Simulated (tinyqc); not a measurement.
Strained quantum well: band edges, subbands and transparency: one step. Strained band edges and offsets. Four cases, with inputs chosen for the exercise.

Problem. Give tr(e), Z, the edges Ec, E_HH, E_LH and the well depths against the barrier.

Growth on (001), barriers unstrained: tr(e) = e (2 - nu2), Z = b e (1 + nu2); Ec = Ev + Eg + ac tr(e), E_HH = Ev + av tr(e) + Z, E_LH = Ev + av tr(e) - Z (coupling to the split-off band left out).

Case 1.

Values chosen (near those of a GaAsP/AlGaAs well; the results hold for these values, not for the real material): e = 0.0018 (strain in the plane); nu2 = 0.925 (2 C12/C11); Eg = 1.486 eV (unstrained gap of the well); Ev = -0.824 eV (its valence edge); ac = -7.22 eV; av = 1.19 eV (Ev moves by av tr(e)); b = -1.98 eV (shear potential); Egb = 1.922 eV (gap of the barrier); Evb = -1 eV (its valence edge).

Case 2.

Values chosen (near those of an InGaAs/InP well; the results hold for these values, not for the real material): e = 0.0095 (strain in the plane); nu2 = 0.977 (2 C12/C11); Eg = 0.872 eV (unstrained gap of the well); Ev = -0.625 eV (its valence edge); ac = -6.33 eV; av = 1.1 eV (Ev moves by av tr(e)); b = -1.92 eV (shear potential); Egb = 1.351 eV (gap of the barrier); Evb = -0.94 eV (its valence edge).

Case 3.

Values chosen (near those of a GaAsP/AlGaAs well; the results hold for these values, not for the real material): e = 0.0076 (strain in the plane); nu2 = 0.917 (2 C12/C11); Eg = 1.683 eV (unstrained gap of the well); Ev = -0.899 eV (its valence edge); ac = -7.39 eV; av = 1.27 eV (Ev moves by av tr(e)); b = -1.92 eV (shear potential); Egb = 1.917 eV (gap of the barrier); Evb = -1 eV (its valence edge).

Case 4.

Values chosen (near those of an InGaAs/InP well; the results hold for these values, not for the real material): e = -0.0099 (strain in the plane); nu2 = 1.022 (2 C12/C11); Eg = 0.574 eV (unstrained gap of the well); Ev = -0.575 eV (its valence edge); ac = -5.75 eV; av = 1.05 eV (Ev moves by av tr(e)); b = -1.86 eV (shear potential); Egb = 1.346 eV (gap of the barrier); Evb = -0.94 eV (its valence edge).

Give: tr(e); Z; Ec, E_HH, E_LH; depths for e, HH, LH.

Solution.

Case 1.

tr(e) = 0.00194
Z = -0.0069 eV

Ec, E_HH, E_LH (eV): 0.6480  -0.8286  -0.8148

depths for e, HH, LH (eV): 0.2740  0.1714  0.1852

The well is under tension, which puts LH on top, by 14 meV; the gap becomes 1.4629 eV, -23 meV from the unstrained one.

Case 2.

tr(e) = 0.00972
Z = -0.0361 eV

Ec, E_HH, E_LH (eV): 0.1855  -0.6504  -0.5782

depths for e, HH, LH (eV): 0.2255  0.2896  0.3618

The well is under tension, which puts LH on top, by 72 meV; the gap becomes 0.7637 eV, -108 meV from the unstrained one.

Case 3.

tr(e) = 0.00823
Z = -0.0280 eV

Ec, E_HH, E_LH (eV): 0.7232  -0.9165  -0.8606

depths for e, HH, LH (eV): 0.1938  0.0835  0.1394

The well is under tension, which puts LH on top, by 56 meV; the gap becomes 1.5837 eV, -99 meV from the unstrained one.

Case 4.

tr(e) = -0.00968
Z = 0.0372 eV

Ec, E_HH, E_LH (eV): 0.0547  -0.5479  -0.6224

depths for e, HH, LH (eV): 0.3513  0.3921  0.3176

The well is under compression, which puts HH on top, by 74 meV; the gap becomes 0.6026 eV, +29 meV from the unstrained one.

Computed by tinyqc, one run a case: `OMP_NUM_THREADS=1 python tinyqc.py N N+1 out.jsonl` with N = 1250405, 1250547, 1250722, 1250745; one thread of a shared Intel(R) Xeon(R) Processor @ 2.30GHz, about 0.01 s a run at most.
